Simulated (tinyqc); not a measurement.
Transfer-length model of a contact: course of the iteration.

A metal contact of length d and width W on a thin layer of the same width. The metal has no resistance, the sheet resistance under it equals Rsh, and current enters the layer at the front edge x = 0.

A = Lt coth(d/Lt) is solved for Lt, starting from Lt = A. Lt(new) = A tanh(d/Lt).

Stop when Lt changes by less than 1e-9 of itself, or after 40 iterations.

Inputs (values chosen for the exercise):
- d = 0.47 um (contact length)

A = 0.474638 um

Course of the iteration:
```
iteration	Lt (um)	relative change
1	0.359519	0.243
2	0.409893	0.140
3	0.387607	0.0544
4	0.397484	0.0255
5	0.393104	0.0110
6	0.395046	4.94e-3
7	0.394185	2.18e-3
8	0.394567	9.70e-4
9	0.394397	4.30e-4
...	...	...
17	0.394449	6.44e-7
18	0.394450	2.85e-7
19	0.394449	1.27e-7
20	0.394450	5.62e-8
21	0.394449	2.49e-8
22	0.394449	1.10e-8
23	0.394449	4.90e-9
24	0.394449	2.17e-9
25	0.394449	9.64e-10
```

Did this iteration meet its convergence test, and what does its course show?

Yes. Converged in 25 iterations. The plain step multiplies the error by -2x/sinh(2x) = -0.44, x = d/Lt.

Computed by the program tinyqc: `OMP_NUM_THREADS=1 python tinyqc.py 2760068 2760069 out.jsonl`, one thread of a shared Intel Xeon 2.30GHz, about 0.01 s for the whole run.
